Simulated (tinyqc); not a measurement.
Plane-wave Kohn-Sham cycle with exchange-only LDA in a layered model solid, step by step. One step of it, computed by the program tinyqc.

Question. Iteration 1: levels at that k. Diagonalise the Hermitian matrix.

H (hartree), lower triangle:
```
           -3         -2         -1         +0         +1         +2        +3
-3   0.886640
-2  -0.395000   0.293550
-1   0.000000  -0.395000  -0.062304
+0   0.000000   0.000000  -0.395000  -0.180922
+1   0.000000   0.000000   0.000000  -0.395000  -0.062304
+2   0.000000   0.000000   0.000000   0.000000  -0.395000   0.293550
+3   0.000000   0.000000   0.000000   0.000000   0.000000  -0.395000  0.886640
```

Give: eigenvalues.

Answer.

eigenvalues (hartree): -0.7619  -0.3585  0.0131  0.3628  0.5638  1.1136  1.1219
